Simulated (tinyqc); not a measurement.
# Short-channel transistor, virtual-source model with series resistance: what changes with what

The current per gate width is the charge at the top of the source barrier (the virtual source) times its velocity times a saturation function; al and be are fitting constants of the model. Units: I in uA/um, Rs in ohm um, so I Rs = 1e-6 I Rs in volts; Q in uC/cm^2, so I = 1e-4 Q vx0 Fsat with vx0 in cm/s.

Inputs (values chosen for the exercise): temperature T = 300 K; inversion capacitance Cinv = 3.51 uF/cm^2; velocity at the virtual source vx0 = 3.06e7 cm/s; apparent mobility mu = 130 cm^2/(V s); channel length L = 45 nm; threshold at zero drain voltage VT0 = 0.343 V; drain-induced barrier lowering dl = 0.127 V/V; subthreshold factor n0 = 1.31; growth of n with drain voltage nd = 0 1/V; threshold shift (in units of Vt) from weak to strong inversion al = 3.5; sharpness of saturation be = 1.8; series resistance of each contact Rs = 30 ohm um.

Constants: q = 1.602176634e-19 C, kB = 1.380649e-23 J/K, Vt = kB T/q. Results are converted to the units shown.

Each table varies one quantity; the others keep the values above.

## Effect of the velocity at the virtual source on the on and off currents

Intrinsic voltages Vg' = Vgs - I Rs, Vd' = Vds - 2 I Rs. n = n0 + nd Vd', VT = VT0 - dl Vd', Ff = 1/(1 + exp((Vg' - VT + al Vt/2)/(al Vt))), Q = Cinv n Vt ln(1 + exp((Vg' - VT + al Vt Ff)/(n Vt))), Vdsat = (vx0 L/mu)(1 - Ff) + Vt Ff, Fsat = u/(1 + u^be)^(1/be) with u = Vd'/Vdsat, and I = Q vx0 Fsat per width. I is solved self-consistently. Ion is I at Vgs = Vds = 0.5 V, Ioff at Vgs = 0, Vds = 0.5 V, and Rlin = Vds/I at Vgs = 0.5 V, Vds = 0.05 V.

Effect of the velocity at the virtual source on the on and off currents:

| vx0 (cm/s) | Ion (uA/um) | Ioff (nA/um) | log10(Ion/Ioff) | Rlin (ohm um) |
|---|---|---|---|---|
| 5e6 | 346.2 | 184.6 | 3.273 | 627.3 |
| 7.1e6 | 454.2 | 261.7 | 3.239 | 611.1 |
| 1e7 | 568.7 | 367.9 | 3.189 | 602.1 |
| 1.4e7 | 676.0 | 513.3 | 3.120 | 597.0 |
| 2e7 | 769.6 | 729.1 | 3.023 | 593.9 |
| 2.8e7 | 832.9 | 1012 | 2.916 | 592.2 |
| 4e7 | 876.1 | 1422 | 2.790 | 591.1 |

As vx0 goes from 5e6 to 4e7 cm/s, Ion rises from 346 to 876 uA/um, Ioff rises from 185 to 1420 nA/um and Rlin falls from 627 to 591 ohm um. Ion changes by a factor of 2.53 and Ioff by 7.70. For vx0 = 2.8e7 to 4e7 cm/s the off current passes 1 uA/um, so the device is hardly off at Vgs = 0.

## Supply voltage at a fixed off current

For each supply Vdd, VT0 is set so that I(Vgs = 0, Vds = Vdd) = 1 nA/um; Ion = I(Vdd, Vdd); C = Cinv L + 0.65 fF/um of parasitic capacitance; delay C Vdd/Ion, energy C Vdd^2.

Supply voltage at a fixed off current:

| Vdd (V) | VT0 (V) | Ion (uA/um) | delay (ps) | energy (fJ/um) |
|---|---|---|---|---|
| 0.4 | 0.5743 | 41.23 | 21.63 | 0.3567 |
| 0.5 | 0.5870 | 194.5 | 5.731 | 0.5574 |
| 0.6 | 0.5998 | 494.8 | 2.703 | 0.8026 |
| 0.7 | 0.6125 | 896.8 | 1.740 | 1.092 |
| 0.8 | 0.6252 | 1375 | 1.297 | 1.427 |
| 0.9 | 0.6379 | 1913 | 1.049 | 1.806 |
| 1 | 0.6506 | 2495 | 0.8934 | 2.229 |
| 1.1 | 0.6633 | 3111 | 0.7884 | 2.698 |

The VT0 needed rises from 0.574 to 0.663 V and Ion rises from 41.2 to 3110 uA/um. The delay falls from 21.6 to 0.788 ps, while the energy grows as Vdd^2. Going from 0.4 to 0.5 V changes the delay by -74 %, going from 1 to 1.1 V by -12 %.

## Effect of the threshold at zero drain voltage on the on and off currents

Same model as above.

Result of one run:

| VT0 (V) | Ion (uA/um) | Ioff (nA/um) | log10(Ion/Ioff) | Rlin (ohm um) |
|---|---|---|---|---|
| 0.35 | 825.6 | 910.5 | 2.957 | 608.4 |

What becomes of these results when the threshold at zero drain voltage VT0 is changed from 0.35 to 0.45 V, all else the same?

Result of the changed run:

| VT0 (V) | Ion (uA/um) | Ioff (nA/um) | log10(Ion/Ioff) | Rlin (ohm um) |
|---|---|---|---|---|
| 0.45 | 542.7 | 54.31 | 4.000 | 992.0 |

The whole series:

| VT0 (V) | Ion (uA/um) | Ioff (nA/um) | log10(Ion/Ioff) | Rlin (ohm um) |
|---|---|---|---|---|
| 0.15 | 1401 | 8.449e4 | 1.220 | 337.3 |
| 0.2 | 1259 | 3.473e4 | 1.559 | 379.0 |
| 0.25 | 1115 | 1.179e4 | 1.976 | 433.4 |
| 0.3 | 970.0 | 3445 | 2.450 | 506.5 |
| 0.35 | 825.6 | 910.5 | 2.957 | 608.4 |
| 0.4 | 682.7 | 226.4 | 3.479 | 757.3 |
| 0.45 | 542.7 | 54.31 | 4.000 | 992.0 |
| 0.5 | 407.0 | 12.76 | 4.504 | 1403 |

As VT0 goes from 0.15 to 0.5 V, Ion falls from 1400 to 407 uA/um, Ioff falls from 84500 to 12.8 nA/um and Rlin rises from 337 to 1400 ohm um. Ion changes by a factor of 0.291 and Ioff by 1.51e-4. The off current depends on it through an exponential, the on current about linearly. For VT0 = 0.15 to 0.3 V the off current passes 1 uA/um, so the device is hardly off at Vgs = 0.

Numbers from tinyqc (`OMP_NUM_THREADS=1 python tinyqc.py 2380105 2380106 out.jsonl`; about 0.01 s on one thread of a shared Intel Xeon 2.30GHz).
